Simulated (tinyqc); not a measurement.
Bandgap voltage reference from two bipolar transistors: two steps of the calculation.

Two transistors of area 1 and N carry the same current I. Is(T) = Is (T/T0)^eta exp[(Vg0 q/kB)(1/T0 - 1/T)], VBE1 = Vt ln(I/Is(T)) + I rb, VBE2 = Vt ln(I/(N Is(T))) + I rb/N. The amplifier forces I R1(T) = VBE1 - VBE2 + Vos, with R(T) = R (1 + tc (T - T0)) for both resistors, and the output is Vref = VBE1 + I R2(T). Base currents and the Early effect are neglected.

Values chosen for this exercise; values of the order met in silicon bipolar transistors: reference temperature T0 = 323 K; band-gap voltage extrapolated to 0 K Vg0 = 1.188 V; temperature exponent of the saturation current eta = 4.3; saturation current of the unit transistor at T0 Is = 1.2e-16 A; area ratio of the second transistor N = 8; resistor across which the difference of VBE falls, at T0 R1 = 5.1 kohm; temperature coefficient of both resistors tc = 0 ppm/K; offset of the amplifier Vos = 0 mV; series resistance of the unit transistor rb = 73 ohm; output resistor at T0 R2 = 51.55 kohm; temperature T = 253 K.

Constants: q = 1.602176634e-19 C, kB = 1.380649e-23 J/K. Results are converted to the units shown.

Problem 1. Operating point at another temperature. Vt = kB T/q; I = (Vt ln N + Vos)/(R1(T) - rb (1 - 1/N)).

Give: Vt; I; Is(T); VBE1; I R2; Vref.

Solution 1.

Vt = 0.02180 V
I = 9.002 uA
Is(T) = 3.122e-22 A
VBE1 = 0.8270 V
I R2 = 0.4641 V
Vref = 1.291 V

From T0 to T, VBE1 changes by 122 mV and I R2 by -128 mV, which leaves -6.07 mV in Vref.

Problem 2. Resistor for zero slope at T0, ideal case. With tc = 0, Vos = 0 and rb = 0 the current is proportional to T, dVBE/dT = (VBE - Vg0 - (eta - 1) Vt)/T, and Vref has zero slope at T0 when Vref = Vg0 + (eta - 1) Vt0. Find VBE1, its slope, that Vref, R2/R1 and the curvature d2Vref/dT2 = -(eta - 1) kB/(q T0).

Wanted: VBE1; dVBE/dT; Vref; R2/R1; curvature.

Solution 2.

VBE1 = 0.7034 V
dVBE/dT = -1.785 mV/K
Vref = 1.280 V
R2/R1 = 9.959
curvature = -0.8804 uV/K^2

Computed by the program tinyqc: `OMP_NUM_THREADS=1 python tinyqc.py 2062022 2062023 out.jsonl`, one thread of a shared Intel Xeon 2.30GHz, about 0.02 s for the whole run.
